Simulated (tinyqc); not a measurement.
Layer from its matrix.

Inverse problem. For (psi, psi'/m) a flat barrier below its edge has M = [[cosh Kd, (m/K) sinh Kd], [(K/m) sinh Kd, cosh Kd]], K = sqrt(m (U - E)/C), C = hbar^2/(2 m0). Its width is d = 2.4 nm. Find K, m and U.

Inputs (values chosen for the exercise):
- E = 0.229 eV (electron energy)

Constants: q = 1.602176634e-19 C, hbar = 1.054571817e-34 J s, m0 = 9.1093837015e-31 kg, hbar^2/(2 m0) = 0.0380998212 eV nm^2. Results are converted to the units shown.

M of the layer (M12 in nm, M21 in 1/nm):
```
           1           2
1  3.2125391  0.29546873
2  31.544480   3.2125391
```

Answer. K = arcosh(M11)/d, m/K = sqrt(M12/M21), and U = E + C K^2/m.

K = 0.7646 1/nm
m = 0.07400 m0
U = 0.5300 eV

Numbers from tinyqc (`OMP_NUM_THREADS=1 python tinyqc.py 2560046 2560047 out.jsonl`; about 0.01 s on one thread of a shared Intel Xeon 2.30GHz).
